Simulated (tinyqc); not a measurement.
# Floating body of a partially depleted SOI transistor: body voltage and kink: effects of single changes

Source at 0 V. Channel current Ic = 2 nf K Vt^2 [F(0) - F(Vd)](1 + la Vd), F(V) = ln^2(1 + exp((Vg - VT - nf V)/(2 nf Vt))), VT = VT0 - gb Vb. Saturation voltage Vs = 2 Vt sqrt(F(0)) + 3 Vt, excess Ve = (Vd - Vs + sqrt((Vd - Vs)^2 + 0.0004 V^2))/2, multiplication M1 = Ai Ve exp(-Bl/Ve). Each junction passes D(v) = J1 (exp(v/Vt) - 1) + J2 (exp(v/(2 Vt)) - 1). Bipolar current Ib = bb J1 (exp(Vb/Vt) - 1). The body settles where M1 (Ic + Ib) = D(Vb) + D(Vb - Vd) + Vb/Rb; drain current Id = (1 + M1)(Ic + Ib) - D(Vb - Vd).

Parameters, values chosen for the exercise; values of the order met in partially depleted silicon-on-insulator transistors: temperature T = 358 K; threshold at zero body voltage VT0 = 0.4 V; fall of the threshold per volt of body voltage gb = 0.23; slope factor nf = 1.33; gain factor per width K = 140 uA/(V^2 um); channel-length modulation factor la = 0.08 1/V; impact-ionisation prefactor Ai = 1.2 1/V; impact-ionisation voltage Bl = 7 V; diffusion saturation current of each junction J1 = 2.4e-11 uA/um; recombination saturation current of each junction J2 = 1.5e-8 uA/um; gain of the lateral bipolar transistor on the diffusion current bb = 3; resistance of a weak body tie to the source (1e9 stands for no tie, and the term is then dropped) Rb = 1e9 kohm um; gate voltage Vg = 0.94 V; drain voltage Vd = 1.3 V.

Constants: q = 1.602176634e-19 C, kB = 1.380649e-23 J/K, Vt = kB T/q. Results are converted to the units shown.

Each table varies one quantity; the others keep the values above.

## Output curve and kink

Rows with more than one solution for Vb (latch) are left out; dId/dVd by a forward difference over 1e-4 V, swing = 1e-4 V over the change of log10 Id; M1 under 1e-12 is printed as 0.

Output curve and kink:
```
Vd (V),Vb (V),M1,"Id, floating (uA/um)","Id, grounded (uA/um)",ratio,"dId/dVd, floating (uS/um)","dId/dVd, grounded (uS/um)"
1,0.2937,9.768e-8,20.99,16.58,1.266,25.24,1.229
1.2,0.4876,8.801e-6,24.54,16.83,1.458,12.61,1.239
1.4,0.5832,1.534e-4,26.62,17.08,1.558,8.817,1.305
1.6,0.6441,0.001011,28.23,17.36,1.626,7.619,1.497
1.8,0.6869,0.003817,29.78,17.69,1.684,8.270,1.858
2,0.7192,0.01025,31.66,18.11,1.748,10.82,2.392
2.2,0.7449,0.02202,34.26,18.66,1.836,15.64,3.080
```

Vb rises from 0.294 to 0.745 V and the ratio of the currents rises from 1.27 to 1.84. The output conductance with a floating body exceeds the grounded value by the largest factor among the rows, 20.5, at Vd = 1 V, where Vb = 0.294 V and M1 = 9.77e-8.

## Transfer curve and swing

Same model as above.

Transfer curve and swing:
```
Vg (V),Vb (V),M1,"Id, floating (uA/um)","Id, grounded (uA/um)",ratio,"swing, floating (mV/decade)","swing, grounded (mV/decade)"
-0.05,0.1052,0.004392,1.218e-5,6.768e-6,1.799,74.14,94.88
0.05,0.2794,0.004354,3.610e-4,7.652e-5,4.718,67.56,95.16
0.15,0.4211,0.004185,0.008192,8.472e-4,9.670,81.34,96.69
0.25,0.5063,0.003671,0.1029,0.008731,11.78,104.7,101.7
0.35,0.5566,0.002744,0.6452,0.07405,8.713,155.1,116.5
0.45,0.5809,0.001764,2.155,0.4273,5.043,237.3,152.3
0.55,0.5891,0.001018,4.838,1.532,3.157,341.1,217.0
0.65,0.5872,5.349e-4,8.666,3.748,2.312,455.7,306.4
0.75,0.5779,2.541e-4,13.58,7.169,1.894,575.7,410.3
```

Read the table: what changes, and by how much?

Vb goes from 0.105 through a maximum of 0.589 (at Vg = 0.55 V among the rows listed) to 0.578 V. The smallest swing among the rows is 67.6 mV a decade with a floating body (at Vg = 0.05 V) and 94.9 with a grounded one; Vt ln 10 = 71.0. The floating swing is smaller by more than 3 % for Vg = -0.05, 0.05, 0.15 V, where the rising Vb lowers the threshold as Vg rises. In the first row the floating body raises the current by a factor of 1.80.

Range of the model: The multiplication law is an empirical form chosen for the exercise; self-heating and capacitive coupling to the body are left out, and the linear laws are rough once Vb passes about 0.7 V or M1 about 0.1.

Computed by the program tinyqc: `OMP_NUM_THREADS=1 python tinyqc.py 2182246 2182247 out.jsonl`, one thread of a shared Intel Xeon 2.30GHz, about 0.2 s for the whole run.
